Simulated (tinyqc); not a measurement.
Time-dependent dielectric breakdown: cell percolation, Weibull statistics, area scaling and voltage extrapolation. Which input was changed? Computed by tinyqc, a small Python program. Command: `OMP_NUM_THREADS=1 python tinyqc.py 3013617 3013618 out.jsonl tddb which`. One thread of a shared host (Intel(R) Xeon(R) Processor @ 2.30GHz), about 0.04 s of CPU time with the checks.

The oxide is divided into columns of area a^2, each holding m = t_ox/a cells (m is taken as continuous). A share lambda(t) = (t/t_1)^alpha of the cells is defective, and a column whose cells are all defective breaks down.

Inputs (values chosen for the exercise, for a model gate oxide):

| quantity | value | unit |
|---|---|---|
| oxide thickness t_ox | 3.9 | nm |
| defect cell size a | 1.6 | nm |
| exponent alpha of defect growth | 0.9 | - |
| time t_1 at which the occupied share would reach 1 | 3.6e+07 | s |
| test area A | 800 | um^2 |
| product area A_u | 500000 | um^2 |
| stress voltage V | 5.47 | V |
| use voltage V_u | 3.4 | V |
| local exponent n = -d ln t/d ln V at the stress voltage | 41 | - |
| activation energy E_a | 0.58 | eV |
| stress temperature T | 175 | C |
| use temperature T_u | 85 | C |
| allowed failure fraction F | 0.01 | - |

Voltage law used: E.

Constants: k_B = 8.617333262e-05 eV/K.

Method:
- Failure fraction F = 1 - (1 - lambda^m)^N with N = A/a^2 columns, which for small lambda^m is 1 - exp(-(t/t63)^beta) with beta = alpha m and t63 = t_1 N^(-1/beta); critical share lambda(t63) = N^(-1/m). 1 um^2 = 1e6 nm^2.
- All three voltage laws share the slope n at the stress voltage. Factor t(V_u)/t(V): E law exp(n (1 - V_u/V)); 1/E law exp(n (V/V_u - 1)); power law (V/V_u)^n.
- Temperatures in kelvin are T(C) + 273.15.
- Temperature factor exp[(E_a/k_B)(1/T_u - 1/T)]; area factor (A/A_u)^(1/beta); percentile factor (-ln(1 - F))^(1/beta); life = t63 x all four; 1 year = 3.15576e7 s.

Problem. One of these inputs alone was changed, within the range given: exponent alpha of defect growth (0.45 to 1.8); time t_1 at which the occupied share would reach 1 (1.8e+07 to 7.2e+07); test area A (400 to 1600); activation energy E_a (0.29 to 1.16). Which one, and to what value?

Results:

| run | characteristic life t63 (s) | critical share of defective cells | area factor |
|---|---|---|---|
| before | 4830.657 | 3.272904e-04 | 0.05315263 |
| after | 3958.455 | 3.272904e-04 | 0.05315263 |

Solution.

Each candidate set to reproduce characteristic life t63, and what it then gives:

| candidate | range searched | value needed | critical share of defective cells | area factor |
|---|---|---|---|---|
| exponent alpha of defect growth | 0.45 to 1.8 | 0.8803 | 3.2729e-04 | 0.049781 |
| time t_1 at which the occupied share would reach 1 (s) | 1.8e+07 to 7.2e+07 | 2.950e7 | 3.2729e-04 | 0.053153 |
| test area A (um^2) | 400 to 1600 | 1238 | 2.7359e-04 | 0.064864 |
| activation energy E_a (eV) | 0.29 to 1.16 | no effect | - | - |

Only time t_1 at which the occupied share would reach 1 fits every result: it went from 36000000 to 2.95e7 s. The next best candidate, exponent alpha of defect growth, misses one result by 6.3 %.

Caution: t_1 is an input here; in a real oxide it changes with thickness at fixed voltage.
